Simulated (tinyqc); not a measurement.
Inside a calculation. Method: CIS and TDHF on RHF in the 6-31g basis, for H3+, spin multiplicity 1. One step of it, computed by the program tinyqc.

Task: TDHF (RPA) triplet states. B(ia,jb) = - (ib|ja); the squared energies are the eigenvalues of (A - B)(A + B); 1 hartree = 27.211386 eV.

CIS matrix A, triplet (hartree):
```
          1>2       1>3        1>4       1>5        1>6
1>2  0.265735  0.000000   0.000000  0.136855   0.000000
1>3  0.000000  0.738349   0.013786  0.000000   0.146606
1>4  0.000000  0.013786   1.114896  0.000000  -0.014610
1>5  0.136855  0.000000   0.000000  1.231558   0.000000
1>6  0.000000  0.146606  -0.014610  0.000000   1.528243
```

Two-electron integrals over orbitals (pq|rs), unique and non-zero (hartree):
```
(11|11) 0.642532    (21|21) 0.121228    (22|11) 0.481651    (22|22) 0.461569
(31|11) 0.095792    (31|22) 0.012666    (31|31) 0.049226    (32|21) -0.068983
(32|32) 0.078600    (33|11) 0.377538    (33|22) 0.359013    (33|31) 0.011414
(33|33) 0.337085    (41|11) -0.100888   (41|22) -0.071729   (41|31) -0.019124
(41|33) -0.038710   (41|41) 0.059129    (42|21) -0.055262   (42|32) 0.025183
(42|42) 0.041623    (43|11) -0.013786   (43|22) 0.008684    (43|31) -0.013279
(43|33) 0.000584    (43|41) 0.007050    (43|43) 0.009377    (44|11) 0.483206
(44|22) 0.403194    (44|31) 0.047503    (44|33) 0.320344    (44|41) -0.047194
(44|43) 0.000415    (44|44) 0.421705    (51|21) -0.075153   (51|32) 0.023779
(51|42) 0.048489    (51|51) 0.064332    (52|11) -0.136855   (52|22) -0.110139
(52|31) -0.017452   (52|33) -0.035178   (52|41) 0.056330    (52|43) -0.004307
(52|44) -0.091122   (52|52) 0.090061    (53|21) -0.029081   (53|32) 0.044474
(53|42) 0.001008    (53|51) 0.000495    (53|53) 0.042369    (54|21) 0.092842
(54|32) -0.048700   (54|42) -0.048505   (54|51) -0.064672   (54|53) -0.017056
(54|54) 0.081653    (55|11) 0.455784    (55|22) 0.435521    (55|31) 0.013923
(55|33) 0.337834    (55|41) -0.076849   (55|43) 0.006464    (55|44) 0.388963
(55|52) -0.114745   (55|55) 0.433620    (61|11) -0.078878   (61|22) 0.026883
(61|31) -0.062415   (61|33) -0.016629   (61|41) 0.015158    (61|43) 0.025720
(61|44) -0.018843   (61|52) -0.020592   (61|55) 0.031567    (61|61) 0.115947
(62|21) 0.081301    (62|32) -0.038739   (62|42) -0.049016   (62|51) -0.061366
(62|53) 0.000723    (62|54) 0.070510    (62|62) 0.074531    (63|11) -0.146606
(63|22) -0.072748   (63|31) -0.044228   (63|33) -0.037645   (63|41) 0.042137
(63|43) 0.010094    (63|44) -0.085487   (63|52) 0.049836    (63|55) -0.063696
(63|61) 0.048123    (63|63) 0.067388    (64|11) 0.014610    (64|22) -0.046509
(64|31) 0.035198    (64|33) -0.005126   (64|41) 0.010342    (64|43) -0.017102
(64|44) -0.004099   (64|52) 0.036587    (64|55) -0.054035   (64|61) -0.075739
(64|63) -0.018244   (64|64) 0.061652    (65|21) -0.104178   (65|32) 0.069776
(65|42) 0.059741    (65|51) 0.071121    (65|53) 0.027027    (65|54) -0.090592
(65|62) -0.081797   (65|65) 0.115183    (66|11) 0.627140    (66|22) 0.480149
(66|31) 0.089796    (66|33) 0.384644    (66|41) -0.126914   (66|43) -0.018026
(66|44) 0.469823    (66|52) -0.144009   (66|55) 0.465777    (66|61) -0.086924
(66|63) -0.153513   (66|64) 0.013000    (66|66) 0.663036
```

Give: TDHF matrix B, triplet; squared energies w^2; TDHF energies from the positive w^2.

Result:

TDHF matrix B, triplet (hartree):
```
         1>2      1>3      1>4      1>5      1>6
1>2  -0.1212   0.0000   0.0000   0.0752   0.0000
1>3   0.0000  -0.0492   0.0191   0.0000   0.0624
1>4   0.0000   0.0191  -0.0591   0.0000  -0.0152
1>5   0.0752   0.0000   0.0000  -0.0643   0.0000
1>6   0.0000   0.0624  -0.0152   0.0000  -0.1159
```

squared energies w^2 (hartree^2): 0.0396  0.4969  1.2397  1.5551  2.4026

TDHF energies from the positive w^2 (eV): 5.4146  19.1814  30.2970  33.9334  42.1784
